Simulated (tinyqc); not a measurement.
Inversion layer as a triangular well, valleys of the Si type, step by step. Values are carried at full precision from step to step, so a last printed digit may differ when a step is redone from the rounded ones.

Six ellipsoidal valleys with their long axes along the cube axes, mass ml along the axis and mt across it. For a valley whose axis makes the angle theta with the surface normal, 1/m_z = cos^2(theta)/ml + sin^2(theta)/mt sets the confinement; in the plane the masses are m_1 = mt and m_2 = ml mt/m_z, and m_d = sqrt(m_1 m_2).

Constants: e^2/(4 pi eps0) = 14.39964547 eV angstrom; hbar^2/2m0 = 3.80998211 eV angstrom^2; kB = 8.617333262e-05 eV/K.

Values chosen for the exercise (near those of Si; shifted at random, so the results belong to these values and not to a real crystal): ml = 0.922 m0 (longitudinal mass); mt = 0.194 m0 (transverse mass); face = 100 (surface); eps = 11.9 (dielectric constant); Ns = 3 x 1e12/cm^2 (electron sheet density); Nd = 2.8 x 1e12/cm^2 (depletion charge); eta = 0.75 (share of Ns in the effective field); T = 300 K (temperature); tox = 19 angstrom (SiO2-equivalent oxide thickness).

## Valley masses on the (100) face

Group the valleys by their angle to the normal, heaviest m_z first.

Valleys (masses in m0):

| valleys g | cos^2(theta) | m_z | m_1 | m_2 | m_d |
|---|---|---|---|---|---|
| 2 | 1.0000 | 0.9220 | 0.1940 | 0.1940 | 0.1940 |
| 4 | 0.0000 | 0.1940 | 0.1940 | 0.9220 | 0.4229 |

The 2 valleys with the heaviest m_z will give the lowest ladder of subbands.

## Effective field

The field is taken as constant, e F = 4 pi (e^2/4 pi eps0)(Nd + eta Ns)/eps, with 1e12/cm^2 = 1e-4/angstrom^2, and the oxide as a hard wall at z = 0; c = hbar^2/2m0.

Find e F, and F in MV/cm (1 MV/cm = 0.01 V/angstrom).

e F = 0.00767902 eV/angstrom
F = 0.7679 MV/cm

## Subband ladders

Level j of a valley lies at E_j = a_j (c (e F)^2/m_z)^(1/3) above the band edge at the surface, with the Airy zeros a_j = 2.338107, 4.087949, 5.520560, 6.786708, 7.944134, 9.022651, 10.040174, 11.008524, 11.936016, 12.828777, and has <z> = 2 E_j/(3 e F).

The ten lowest levels of all groups of valleys together, j = 0, 1, ..., c = hbar^2/2m0; primes mark the groups with lighter m_z.

Subbands:

| label | valleys g | m_d (m0) | E (eV) | <z> (angstrom) |
|---|---|---|---|---|
| 0 | 2 | 0.1940 | 0.1460 | 12.68 |
| 0' | 4 | 0.4229 | 0.2455 | 21.32 |
| 1 | 2 | 0.1940 | 0.2553 | 22.17 |
| 2 | 2 | 0.1940 | 0.3448 | 29.94 |
| 3 | 2 | 0.1940 | 0.4239 | 36.80 |
| 1' | 4 | 0.4229 | 0.4293 | 37.27 |
| 4 | 2 | 0.1940 | 0.4962 | 43.08 |
| 5 | 2 | 0.1940 | 0.5636 | 48.93 |
| 2' | 4 | 0.4229 | 0.5797 | 50.33 |
| 6 | 2 | 0.1940 | 0.6271 | 54.44 |

The second subband is 0', 99.5 meV above the first. Levels above about 0.5 eV lie beyond parabolic valleys.

## Fermi level and populations

Subband i holds n_i = g m_d/(2 pi c) kB T ln(1 + exp((EF - E_i)/kB T)) (spin included), and EF is fixed by sum n_i = Ns over the levels listed or, where none are listed, over j = 0 to 9 of each group; 1e12/cm^2 = 1e-4/angstrom^2.

Solve for EF; c = hbar^2/2m0. The mean distance is sum n_i <z>_i/Ns.

EF = 0.1423 eV

Populations:

| label | (EF - E)/kB T | n (1e12/cm^2) | share (%) |
|---|---|---|---|
| 0 | -0.14 | 2.612 | 87.1 |
| 0' | -3.99 | 0.334 | 11.1 |
| 1 | -4.37 | 0.053 | 1.8 |
| 2 | -7.83 | 0.002 | 0.1 |
| 3 | -10.89 | 0.000 | 0.0 |
| 1' | -11.10 | 0.000 | 0.0 |
| 4 | -13.69 | 0.000 | 0.0 |
| 5 | -16.30 | 0.000 | 0.0 |
| 2' | -16.92 | 0.000 | 0.0 |
| 6 | -18.75 | 0.000 | 0.0 |

mean distance from the surface = 13.82 angstrom

The lowest subband holds 87.1 % of the electrons and is partly degenerate (EF within a few kB T of its edge).

## Effect on the gate capacitance

The charge sits at the mean distance <z> from the surface, which adds (3.9/eps) <z> to the oxide thickness; C/Cox = tox/(tox + 3.9 <z>/eps). The density-of-states term is left out.

added thickness = 4.53 angstrom
C/Cox = 0.808

## Checks

- Lowest level by finite differences against the Airy formula, eV: both 0.1460.

Program tinyqc; command `OMP_NUM_THREADS=1 python tinyqc.py 1252686 1252687 out.jsonl`; about 0.06 s on one thread of a shared Intel(R) Xeon(R) Processor @ 2.30GHz.
